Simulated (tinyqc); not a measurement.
# Worked calculation: one-sided p+-n junction, ionisation integral and breakdown

Computed by the program tinyqc: `OMP_NUM_THREADS=1 python tinyqc.py 2120124 2120125 out.jsonl`, one thread of a shared Intel Xeon 2.30GHz, about 0.07 s for the whole run. Printed values are rounded.

A p+ layer at x < 0 and an n drift layer from x = 0. Depletion approximation, built-in voltage neglected. Local ionisation coefficients alpha_n = an exp(-(bn/E)^mx), alpha_p = ap exp(-(bp/E)^mx). Electrons move towards +x, holes towards x = 0.

Inputs (values chosen for the exercise); material values close to those of gallium nitride:
- eps_r = 9.4 (relative permittivity)
- an = 2.81e8 1/cm (prefactor of the electron ionisation coefficient)
- bn = 3.58e7 V/cm (field constant for electrons)
- ap = 1.34e8 1/cm (prefactor of the hole ionisation coefficient)
- bp = 1.98e7 V/cm (field constant for holes)
- mx = 1 (exponent)
- N = 1.6e16 cm^-3 (donor density of the drift layer)
- V = 979 V (reverse voltage)
- fr = 0.4 (share of the depleted width that the grid covers)

Constants: q = 1.602176634e-19 C, eps0 = 8.8541878128e-14 F/cm where lengths are in cm. Results are converted to the units shown.

## Field and ionisation coefficients on a grid

W = sqrt(2 eps0 eps_r V/(q N)), peak field E0 = q N W/(eps0 eps_r), falling linearly to 0 at W. Grid: 11 equal steps from 0 to fr W.

W = 7.973141 um

```
point,x (um),E (kV/cm),alpha_n (1/cm),alpha_p (1/cm)
0,0.000000,2455.745,131.0794,42218.91
1,0.289932,2366.445,75.61751,31143.77
2,0.579865,2277.145,41.78035,22432.20
3,0.869797,2187.845,21.99323,15730.41
4,1.159730,2098.546,10.96196,10702.63
5,1.449662,2009.246,5.135792,7036.783
6,1.739594,1919.946,2.242311,4449.558
7,2.029527,1830.646,0.9029652,2690.540
8,2.319459,1741.346,0.3312308,1545.091
9,2.609392,1652.047,0.1090197,835.6549
10,2.899324,1562.747,0.03160255,421.3024
11,3.189256,1473.447,0.007884122,195.4828
```

## Ionisation integrals by the trapezoid rule

G(x) = integral from 0 to x of (alpha_n - alpha_p); I_n = integral of alpha_n exp(-G) (electrons injected at x = 0), I_p = integral of alpha_p exp(G(end) - G) (holes injected at the far edge); M = 1/(1 - I). All integrals by the trapezoid rule on the grid.

```
point,G,alpha_n exp(-G) (1/cm)
0,0.000000,131.0794
1,-1.060515,218.3725
2,-1.835483,261.8860
3,-2.387787,239.4925
4,-2.770499,175.0253
5,-3.027427,106.0236
6,-3.193834,54.6714
7,-3.297295,24.4156
8,-3.358680,9.5233
9,-3.393186,3.2445
10,-3.411406,0.9578
11,-3.420346,0.2411
```

I_n = 0.03361107
I_p = 0.9532236
M_n = 1.034780
M_p = 21.37831

A grid of 1500 steps over the whole width gives I_n = 0.03337 and I_p = 0.9676; the coarse I_n is 0.72 % above and the coarse I_p 1.5 % below those values. Holes multiply more: on this coarse grid M - 1 is 586 times as large for them.

## Breakdown voltage by secant steps

G(x) = integral from 0 to x of (alpha_n - alpha_p); I_n = integral of alpha_n exp(-G) (electrons injected at x = 0), I_p = integral of alpha_p exp(G(end) - G) (holes injected at the far edge); M = 1/(1 - I). Secant steps on ln I_n(V) = 0 with the integrals on a fine grid (1500 steps), from the points V = 924 and 1040 V; stop when the step is below 1e-7 of V.

Course of the iteration:
```
step,V (V),I_n,change of V (V)
1,1040,0.1144381,114
2,1154.019,2.124349,-29.4
3,1124.610,0.9139461,3.14
4,1127.748,0.9968013,0.116
5,1127.864,1.000014,-5.17e-4
6,1127.863,1.000000,8.21e-8
```

Breakdown at 1127.9 V, with a peak field of 2636 kV/cm and W = 8.558 um. The integral for holes reaches 1 at the same voltage.
